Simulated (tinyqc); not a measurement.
# Polytypes and stacking faults of a tetrahedral semiconductor in an axial Ising model with couplings up to third neighbours, step by step

A worked calculation. Computed by tinyqc, a small Python program that keeps every step. Command: `OMP_NUM_THREADS=1 python tinyqc.py 3011793 3011794 out.jsonl polytype walk`. One thread of a shared host (Intel(R) Xeon(R) Processor @ 2.30GHz), about 0.01 s of CPU time with the checks. Intermediate numbers are printed to about 7 digits and carried at full precision; extremes and crossings named in words are read from the listed rows.

Each double layer has s = +1 or -1 for the sense of its stacking step; E per pair of atoms = E0 - sum_n J_n <s_i s_(i+n)>, n = 1, 2, 3. Hexagonality h = (1 - <s_i s_(i+1)>)/2.

Inputs (values chosen for the exercise, of the order of those of ZnS for J, a, G and the gaps):
```
quantity                                    value      unit
J1                                           2.08  meV/pair
J2                                          -0.08  meV/pair
J3                                           0.05  meV/pair
basal lattice constant a                     3.82  angstrom
shear modulus G                              33.9       GPa
Poisson ratio nu                             0.25         -
gap of 3C                                    3.72        eV
gap of 4H                                     3.8        eV
binding energy of the fault level E_b        0.11        eV
in-plane mass m                              0.46        m0
effective density of states N_c at 300 K  3.5e+19    1/cm^3
electron density n                        1.2e+18    1/cm^3
temperature T                                 900         K
```

Host polytype: 3C.

Constants: 1 eV/angstrom^2 = 16.02176634 J/m^2; m_0 = 9.1093837015e-31 kg; hbar = 1.054571817e-34 J s; k_B = 1.380649e-23 J/K; k_B = 8.617333262e-05 eV/K.

## Energies of the polytypes

correlations of the repeat units 3C (+), 2H (+-), 4H (++--), 6H (+++---), 15R (+++--), 8H (++++----), 21R (++++---), 9R (++-):
```
         n = 1      n = 2      n = 3
3C    1.000000   1.000000   1.000000
2H   -1.000000   1.000000  -1.000000
4H    0.000000  -1.000000   0.000000
6H    0.333333  -0.333333  -1.000000
15R   0.200000  -0.600000  -0.600000
8H    0.500000   0.000000  -0.500000
21R   0.428571  -0.142857  -0.714286
9R   -0.333333  -0.333333   1.000000
```

E - E(3C) = sum_n J_n (1 - C_n), C_n = <s_i s_(i+n)>. The gap is taken linear in h between 3C (h = 0) and 4H (h = 1/2), a rough rule, with a dash beyond.

Polytypes:
```
polytype         h  E - E(3C) (meV/pair)  gap by the linear rule (eV)
3C        0.000000              0.000000                     3.720000
2H        1.000000              4.260000                            -
4H        0.500000              1.970000                     3.800000
6H        0.333333              1.380000                     3.773333
15R       0.400000              1.616000                     3.784000
8H        0.250000              1.035000                     3.760000
21R       0.285714              1.182857                     3.765714
9R        0.666667              2.666667                            -
```

E(2H) - E(3C) = 4.26 meV/pair

E(4H) - E(3C) = 1.97 meV/pair

E(6H) - E(3C) = 1.38 meV/pair

The lowest is 3C, 1.035 meV/pair below 8H. J1/|J2| = 26.00: for J3 = 0 and J2 < 0 the ground state is 2H below -2, 4H between -2 and 2, and 3C above 2; at 2 itself all periods with bands of two or more layers are degenerate. Four or more polytypes lie within 1.5 meV/pair, so small a spread that growth kinetics and seeds can decide.

## Back from three energies to J1, J2, J3

With d2, d4, d6 the energies of 2H, 4H, 6H over 3C: d2 = 2 J1 + 2 J3, d4 = J1 + 2 J2 + J3, d6 = (2/3) J1 + (4/3) J2 + 2 J3, so J2 = (d4 - d2/2)/2, J3 = (3/4)(d6 - (2/3) d4), J1 = d2/2 - J3.

J1 recovered = 2.08 meV/pair

J2 recovered = -0.08 meV/pair

J3 recovered = 0.05 meV/pair

## Stacking-fault energies

fault coefficients k_n:
```
               J1  J2  J3
intrinsic       4   4   4
extrinsic       4   8   8
twin boundary   2   4   6
```

Faults in 3C: the sequences intrinsic (-), extrinsic (--), twin boundary (+ turns to -) are put between perfect repeats; k_n = (layers x C_n of the host) - sum_i s_i s_(i+n). gamma = sum k_n J_n/A, A = (sqrt 3/2) a^2; 1 meV/angstrom^2 = 16.02177 mJ/m^2.

gamma (mJ/m^2): intrinsic 10.39601, extrinsic 10.24388, twin boundary 5.24872

energy of the glide fault, intrinsic = 10.39601 mJ/m^2

The cheapest is the twin boundary fault.

## Splitting of a basal screw dislocation

Screw line, bounded by the intrinsic fault of energy gamma: b = a, partials b_p = a/sqrt 3; d = G b_p^2 (2 - 3 nu)/(8 pi gamma (1 - nu)). One partial is driven off by the shear stress gamma/b_p along its Burgers vector.

splitting width d = 10.51834 nm

stress to open the fault = 47.13724 MPa

## Electronic energy gained by the fault

The fault binds electrons in a two-dimensional band E_b below the conduction edge, g2 = m m0/(pi hbar^2) for one valley. With the Fermi level held by the bulk, eta = ln[n/N_c(T)], N_c(T) = N_c (T/300)^1.5, the grand potential falls by g2 (k_B T)^2 F1(x), x = eta + E_b/(k_B T), F1(x) = integral from 0 to infinity of ln(1 + exp(x - t)) dt; sheet density g2 k_B T ln(1 + e^x). Band bending by the trapped charge is left out, so the gain is an upper bound. Net fault energy = gamma of the intrinsic fault less the electronic gain.

x = -3.602615

sheet density = 4.007034e+11 1/cm^2

electronic gain = 0.05012645 mJ/m^2

net fault energy = 10.34589 mJ/m^2

The gain offsets 0.48 % of the fault energy.

## Gain against electron density

The formulas are those given above.

At T:
```
n (1/cm^3)          x  sheet density (1/cm^2)  gain (mJ/m^2)    gain/gamma  gain/gamma at T + 200 K
1.00e+14    -12.99528            3.384487e+07   4.205513e-06  4.045312e-07             3.455669e-07
1.00e+15    -10.69269            3.384453e+08   4.205491e-05  4.045292e-06             3.455659e-06
1.00e+16     -8.39011            3.384107e+09   4.205276e-04  4.045085e-05             3.455558e-05
1.00e+17     -6.08752            3.380654e+10   4.203130e-03  4.043020e-04             3.454549e-04
1.00e+18     -3.78494            3.346632e+11   4.181876e-02  4.022576e-03             3.444515e-03
5.00e+18     -2.17550            1.602872e+12   2.045898e-01  1.967963e-02             1.700567e-02
2.00e+19     -0.78920            5.580537e+12   7.610411e-01  7.320508e-02             6.507864e-02
```

For x well below 0 the gain is k_B T times the sheet density and linear in n; for x well above 0 the well fills and the gain grows only about as x^2. It stays below the fault energy in all rows; 200 K more changes it by a factor 0.85 at 1e16.

Checks made by the program: the recovered constants (relative difference below 1e-10).
